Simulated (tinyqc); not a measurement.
Threshold-voltage variability of a planar MOSFET, analytic estimates: two steps of the calculation.

Three independent sources add in quadrature: random dopants in the depleted layer, metal-gate grains of two orientations, and roughness of the two gate edges acting through the roll-off VT = VT(long) - Vr exp(-L/l). These are first-order estimates: no three-dimensional electrostatics, no percolation.

Values chosen for this exercise; material values close to those of silicon: gate length L = 25 nm; gate width W = 120 nm; metal grain size G = 5 nm; work-function difference of the two grain orientations dW = 0.3 eV; share of the orientation of higher work function p = 0.4; rms roughness of one gate edge De = 0.6 nm; correlation length of the roughness La = 10 nm; decay length of the threshold roll-off l = 5.8 nm; prefactor of the roll-off Vr = 2.9 V; number of cells Nb = 268435456; wanted yield Y = 0.8.

Question 1. Metal grains and edge roughness. Grains: Ng = L W/G^2 (at least 1), s2 = dW sqrt(p (1 - p)/Ng). Edges, with exponential correlation and u = W/La: the mean gate length has sL^2 = 2 De^2 (2/u)[1 - (1 - exp(-u))/u]; s3 = sL (Vr/l) exp(-L/l).

Wanted: Ng; s2; sL; dVT/dL; s3.

Answer 1.

Ng = 120.00
s2 = 13.416 mV
sL = 0.33166 nm
dVT/dL = 6.7145 mV/nm
s3 = 2.2269 mV

Question 2. Margin in standard deviations for the wanted yield. Cells fail independently with probability Q(k) = erfc(k/sqrt(2))/2 when the margin is k standard deviations, and Y = exp(-Nb Q(k)). phi = exp(-k^2/2)/sqrt(2 pi). Newton steps on ln Q(k) = ln(-ln(Y)/Nb): k(new) = k + [ln Q - ln(-ln(Y)/Nb)] Q/phi.

k after iteration 1 = 9.2158961

Give: Q(k); phi; k after iteration 2.

Answer 2.

Q(k) = 1.543e-20
phi = 1.439e-19
k after iteration 2 = 6.565

Program tinyqc, `OMP_NUM_THREADS=1 python tinyqc.py 2090063 2090064 out.jsonl`; Intel Xeon 2.30GHz, shared host, one thread, about 0.01 s.
